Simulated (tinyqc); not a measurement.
Bandgap voltage reference from two bipolar transistors: two steps of the calculation.

Two transistors of area 1 and N carry the same current I. Is(T) = Is (T/T0)^eta exp[(Vg0 q/kB)(1/T0 - 1/T)], VBE1 = Vt ln(I/Is(T)) + I rb, VBE2 = Vt ln(I/(N Is(T))) + I rb/N. The amplifier forces I R1(T) = VBE1 - VBE2 + Vos, with R(T) = R (1 + tc (T - T0)) for both resistors, and the output is Vref = VBE1 + I R2(T). Base currents and the Early effect are neglected.

Parameters, values chosen for the exercise; values of the order met in silicon bipolar transistors:
- T0 = 298 K (reference temperature)
- Vg0 = 1.205 V (band-gap voltage extrapolated to 0 K)
- eta = 3 (temperature exponent of the saturation current)
- Is = 9.5e-16 A (saturation current of the unit transistor at T0)
- N = 10 (area ratio of the second transistor)
- R1 = 8.5 kohm (resistor across which the difference of VBE falls, at T0)
- tc = 0 ppm/K (temperature coefficient of both resistors)
- Vos = 0 mV (offset of the amplifier)
- rb = 0 ohm (series resistance of the unit transistor)
- R2 = 98.69 kohm (output resistor at T0)
- T = 398 K (temperature)

Constants: q = 1.602176634e-19 C, kB = 1.380649e-23 J/K. Results are converted to the units shown.

Question 1. Operating point at another temperature. Vt = kB T/q; I = (Vt ln N + Vos)/(R1(T) - rb (1 - 1/N)).

Find: Vt; I; Is(T); VBE1; I R2; Vref.

Answer 1.

Vt = 0.03430 V
I = 9.291 uA
Is(T) = 2.986e-10 A
VBE1 = 0.3548 V
I R2 = 0.9169 V
Vref = 1.272 V

From T0 to T, VBE1 changes by -228 mV and I R2 by 230 mV, which leaves 1.90 mV in Vref.

Question 2. Resistor for zero slope at T0, ideal case. With tc = 0, Vos = 0 and rb = 0 the current is proportional to T, dVBE/dT = (VBE - Vg0 - (eta - 1) Vt)/T, and Vref has zero slope at T0 when Vref = Vg0 + (eta - 1) Vt0. Find VBE1, its slope, that Vref, R2/R1 and the curvature d2Vref/dT2 = -(eta - 1) kB/(q T0).

Give: VBE1; dVBE/dT; Vref; R2/R1; curvature.

Answer 2.

VBE1 = 0.5833 V
dVBE/dT = -2.259 mV/K
Vref = 1.256 V
R2/R1 = 11.38
curvature = -0.5783 uV/K^2

Numbers from tinyqc (`OMP_NUM_THREADS=1 python tinyqc.py 2062040 2062041 out.jsonl`; about 0.02 s on one thread of a shared Intel Xeon 2.30GHz).
